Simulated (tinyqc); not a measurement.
Debye-Callaway model of lattice thermal conductivity: one step, computed by the program tinyqc.

Three acoustic branches with one velocity v, cut at omega_D = k_B Theta/hbar; x = hbar omega/(k_B T). v and Theta are separate inputs: Theta cuts off the heat-carrying modes, so C need not reach 3 k_B/V. gamma is an effective value that sets the umklapp rate. Heat flows along the wire.

Task: The integrand on a coarse grid. Rates: point defects A omega^4; umklapp B omega^2 T exp(-Theta/(b T)) with B = hbar gamma^2/(M v^2 Theta); normal processes f_N B omega^2 T (T/Theta)^2. Boundaries: v/Lambda_B with Lambda_B = D (1 + p)/(1 - p). x runs in ten equal steps to min(Theta/T, 12); g = x^4 e^x/(e^x - 1)^2; tau_C is the inverse of all rates summed; the last column is c tau_C g with c = (k_B/(2 pi^2 v)) (k_B T/hbar)^3.

Inputs (values chosen for the exercise, modelled on lead telluride):

| quantity | value | unit |
|---|---|---|
| sound velocity v | 1750 | m/s |
| Debye temperature Theta | 138 | K |
| mean atomic mass M | 167.4 | u |
| effective Grueneisen parameter gamma | 3.77 | - |
| umklapp exponent divisor b | 2.5 | - |
| wire diameter D | 0.033 | micrometre |
| specularity p | 0.2 | - |
| normal-process factor f_N | 0.45 | - |
| temperature T | 300 | K |

Sample: wire. Point defects: vacancies. Normal processes: included.

Rayleigh coefficient A = 4.233273e-42 s^3

Constants: k_B = 1.380649e-23 J/K; hbar = 1.054571817e-34 J s; u = 1.6605390666e-27 kg.

Give: Integrand.

Result:

Integrand:

| x | g | tau_C (s) | c tau_C g (W/(m K)) |
|---|---|---|---|
| 0.046 | 0.00212 | 1.3819e-11 | 0.7080 |
| 0.092 | 0.00846 | 5.4368e-12 | 1.1136 |
| 0.138 | 0.01901 | 2.6905e-12 | 1.2388 |
| 0.184 | 0.03376 | 1.5666e-12 | 1.2808 |
| 0.230 | 0.05267 | 1.0125e-12 | 1.2913 |
| 0.276 | 0.07569 | 7.0200e-13 | 1.2868 |
| 0.322 | 0.10279 | 5.1154e-13 | 1.2733 |
| 0.368 | 0.13391 | 3.8673e-13 | 1.2540 |
| 0.414 | 0.16897 | 3.0072e-13 | 1.2305 |
| 0.460 | 0.20791 | 2.3907e-13 | 1.2037 |

Among these rows the integrand is largest at x = 0.23.
